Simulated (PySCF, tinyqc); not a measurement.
Worked calculation: RHF in the 6-311g basis, for H2, spin multiplicity 1. The lowest restricted solution is unstable here: a spin-polarised one lies 0.0055 hartree lower (PySCF). One step of it, computed by the program tinyqc.

Problem. Iteration 1: building the Fock matrix. J_ij = sum D_kl (ij|kl), K_ij = sum D_kl (ik|jl); F = H + J - 0.5 K; E = tr D H + tr D J / 2 - 0.25 tr D K + E_nn.

D at the start, order 1H 1s, 1H 2s, 1H 3s, 2H 1s, 2H 2s, 2H 3s:
$$\begin{pmatrix}
2.412542 & -3.604888 & 2.312387 & -2.412542 & 3.604888 & -2.312387 \\
-3.604888 & 5.386524 & -3.455233 & 3.604888 & -5.386524 & 3.455233 \\
2.312387 & -3.455233 & 2.216390 & -2.312387 & 3.455233 & -2.216390 \\
-2.412542 & 3.604888 & -2.312387 & 2.412542 & -3.604888 & 2.312387 \\
3.604888 & -5.386524 & 3.455233 & -3.604888 & 5.386524 & -3.455233 \\
-2.312387 & 3.455233 & -2.216390 & 2.312387 & -3.455233 & 2.216390
\end{pmatrix}$$

core Hamiltonian H = T + V (hartree), order 1H 1s, 1H 2s, 1H 3s, 2H 1s, 2H 2s, 2H 3s:
$$\begin{pmatrix}
-0.204626 & -0.792655 & -0.557312 & -0.082660 & -0.257181 & -0.331058 \\
-0.792655 & -0.818384 & -0.705572 & -0.257181 & -0.427762 & -0.495163 \\
-0.557312 & -0.705572 & -0.712636 & -0.331058 & -0.495163 & -0.579435 \\
-0.082660 & -0.257181 & -0.331058 & -0.204626 & -0.792655 & -0.557312 \\
-0.257181 & -0.427762 & -0.495163 & -0.792655 & -0.818384 & -0.705572 \\
-0.331058 & -0.495163 & -0.579435 & -0.557312 & -0.705572 & -0.712636
\end{pmatrix}$$

Two-electron integrals (ij|kl) in chemists' order, unique and non-zero (hartree):
```
(11|11) 1.393035   (21|11) 0.822971   (21|21) 0.509703   (22|11) 0.822904
(22|21) 0.543028   (22|22) 0.644106   (31|11) 0.411256   (31|21) 0.257757
(31|22) 0.279868   (31|31) 0.130794   (32|11) 0.543681   (32|21) 0.365771
(32|22) 0.452669   (32|31) 0.189803   (32|32) 0.325140   (33|11) 0.494021
(33|21) 0.340115   (33|22) 0.445993   (33|31) 0.178035   (33|32) 0.331779
(33|33) 0.361682   (41|11) 0.014739   (41|21) 0.009956   (41|22) 0.012201
(41|31) 0.005165   (41|32) 0.008650   (41|33) 0.008584   (41|41) 0.000448
(42|11) 0.069117   (42|21) 0.048409   (42|22) 0.065449   (42|31) 0.025486
(42|32) 0.049091   (42|33) 0.053363   (42|41) 0.002468   (42|42) 0.019022
(43|11) 0.088271   (43|21) 0.062123   (43|22) 0.085768   (43|31) 0.032788
(43|32) 0.065462   (43|33) 0.073746   (43|41) 0.003102   (43|42) 0.026639
(43|43) 0.039335   (44|11) 0.397850   (44|21) 0.280912   (44|22) 0.393964
(44|31) 0.148532   (44|32) 0.304434   (44|33) 0.350236   (44|41) 0.014739
(44|42) 0.145580   (44|43) 0.223050   (44|44) 1.393035   (51|11) 0.145580
(51|21) 0.092083   (51|22) 0.101425   (51|31) 0.046848   (51|32) 0.069135
(51|33) 0.065266   (51|41) 0.002468   (51|42) 0.012096   (51|43) 0.015260
(51|44) 0.069117   (51|51) 0.019022   (52|11) 0.228763   (52|21) 0.155360
(52|22) 0.196088   (52|31) 0.080881   (52|32) 0.142185   (52|33) 0.147170
(52|41) 0.005533   (52|42) 0.034779   (52|43) 0.046911   (52|44) 0.228763
(52|51) 0.034779   (52|52) 0.082235   (53|11) 0.227087   (53|21) 0.157355
(53|22) 0.209375   (53|31) 0.082562   (53|32) 0.156929   (53|33) 0.172959
(53|41) 0.005984   (53|42) 0.043442   (53|43) 0.062451   (53|44) 0.317521
(53|51) 0.035657   (53|52) 0.095227   (53|53) 0.121197   (54|11) 0.280912
(54|21) 0.198165   (54|22) 0.276602   (54|31) 0.104722   (54|32) 0.213098
(54|33) 0.244677   (54|41) 0.009956   (54|42) 0.092083   (54|43) 0.140150
(54|44) 0.822971   (54|51) 0.048409   (54|52) 0.155360   (54|53) 0.214483
(54|54) 0.509703   (55|11) 0.393964   (55|21) 0.276602   (55|22) 0.380982
(55|31) 0.145878   (55|32) 0.291713   (55|33) 0.334194   (55|41) 0.012201
(55|42) 0.101425   (55|43) 0.152801   (55|44) 0.822904   (55|51) 0.065449
(55|52) 0.196088   (55|53) 0.267962   (55|54) 0.543028   (55|55) 0.644106
(61|11) 0.223050   (61|21) 0.140150   (61|22) 0.152801   (61|31) 0.071169
(61|32) 0.103787   (61|33) 0.097546   (61|41) 0.003102   (61|42) 0.015260
(61|43) 0.019501   (61|44) 0.088271   (61|51) 0.026639   (61|52) 0.046911
(61|53) 0.047954   (61|54) 0.062123   (61|55) 0.085768   (61|61) 0.039335
(62|11) 0.317521   (62|21) 0.214483   (62|22) 0.267962   (62|31) 0.111462
(62|32) 0.193480   (62|33) 0.199209   (62|41) 0.005984   (62|42) 0.035657
(62|43) 0.047954   (62|44) 0.227087   (62|51) 0.043442   (62|52) 0.095227
(62|53) 0.107876   (62|54) 0.157355   (62|55) 0.209375   (62|61) 0.062451
(62|62) 0.121197   (63|11) 0.324124   (63|21) 0.224190   (63|22) 0.297742
(63|31) 0.117569   (63|32) 0.223400   (63|33) 0.247978   (63|41) 0.006825
(63|42) 0.046434   (63|43) 0.066178   (63|44) 0.324124   (63|51) 0.046434
(63|52) 0.115199   (63|53) 0.143580   (63|54) 0.224190   (63|55) 0.297742
(63|61) 0.066178   (63|62) 0.143580   (63|63) 0.189003   (64|11) 0.148532
(64|21) 0.104722   (64|22) 0.145878   (64|31) 0.055326   (64|32) 0.112264
(64|33) 0.128825   (64|41) 0.005165   (64|42) 0.046848   (64|43) 0.071169
(64|44) 0.411256   (64|51) 0.025486   (64|52) 0.080881   (64|53) 0.111462
(64|54) 0.257757   (64|55) 0.279868   (64|61) 0.032788   (64|62) 0.082562
(64|63) 0.117569   (64|64) 0.130794   (65|11) 0.304434   (65|21) 0.213098
(65|22) 0.291713   (65|31) 0.112264   (65|32) 0.222925   (65|33) 0.255748
(65|41) 0.008650   (65|42) 0.069135   (65|43) 0.103787   (65|44) 0.543681
(65|51) 0.049091   (65|52) 0.142185   (65|53) 0.193480   (65|54) 0.365771
(65|55) 0.452669   (65|61) 0.065462   (65|62) 0.156929   (65|63) 0.223400
(65|64) 0.189803   (65|65) 0.325140   (66|11) 0.350236   (66|21) 0.244677
(66|22) 0.334194   (66|31) 0.128825   (66|32) 0.255748   (66|33) 0.296586
(66|41) 0.008584   (66|42) 0.065266   (66|43) 0.097546   (66|44) 0.494021
(66|51) 0.053363   (66|52) 0.147170   (66|53) 0.199209   (66|54) 0.340115
(66|55) 0.445993   (66|61) 0.073746   (66|62) 0.172959   (66|63) 0.247978
(66|64) 0.178035   (66|65) 0.331779   (66|66) 0.361682
```

nuclear repulsion = 0.39787760 hartree

Give: Coulomb J; exchange K; Fock matrix F; total energy of this density.

Solution.

Coulomb J (hartree), order 1H 1s, 1H 2s, 1H 3s, 2H 1s, 2H 2s, 2H 3s:
$$\begin{pmatrix}
1.4150 & 0.8783 & 0.4480 & 0.0229 & 0.1692 & 0.2479 \\
0.8783 & 1.0095 & 0.7214 & 0.1692 & 0.3718 & 0.4564 \\
0.4480 & 0.7214 & 0.7500 & 0.2479 & 0.4564 & 0.5680 \\
0.0229 & 0.1692 & 0.2479 & 1.4150 & 0.8783 & 0.4480 \\
0.1692 & 0.3718 & 0.4564 & 0.8783 & 1.0095 & 0.7214 \\
0.2479 & 0.4564 & 0.5680 & 0.4480 & 0.7214 & 0.7500
\end{pmatrix}$$

exchange K (hartree), order 1H 1s, 1H 2s, 1H 3s, 2H 1s, 2H 2s, 2H 3s:
$$\begin{pmatrix}
0.5662 & 0.1290 & 0.0408 & -0.0938 & 0.0367 & 0.0385 \\
0.1290 & 0.0853 & 0.0465 & 0.0367 & 0.0160 & 0.0238 \\
0.0408 & 0.0465 & 0.0344 & 0.0385 & 0.0238 & 0.0237 \\
-0.0938 & 0.0367 & 0.0385 & 0.5662 & 0.1290 & 0.0408 \\
0.0367 & 0.0160 & 0.0238 & 0.1290 & 0.0853 & 0.0465 \\
0.0385 & 0.0238 & 0.0237 & 0.0408 & 0.0465 & 0.0344
\end{pmatrix}$$

Fock matrix F (hartree), order 1H 1s, 1H 2s, 1H 3s, 2H 1s, 2H 2s, 2H 3s:
$$\begin{pmatrix}
0.9273 & 0.0212 & -0.1297 & -0.0129 & -0.1064 & -0.1024 \\
0.0212 & 0.1484 & -0.0075 & -0.1064 & -0.0639 & -0.0507 \\
-0.1297 & -0.0075 & 0.0202 & -0.1024 & -0.0507 & -0.0233 \\
-0.0129 & -0.1064 & -0.1024 & 0.9273 & 0.0212 & -0.1297 \\
-0.1064 & -0.0639 & -0.0507 & 0.0212 & 0.1484 & -0.0075 \\
-0.1024 & -0.0507 & -0.0233 & -0.1297 & -0.0075 & 0.0202
\end{pmatrix}$$

total energy of this density = 4.136224 hartree
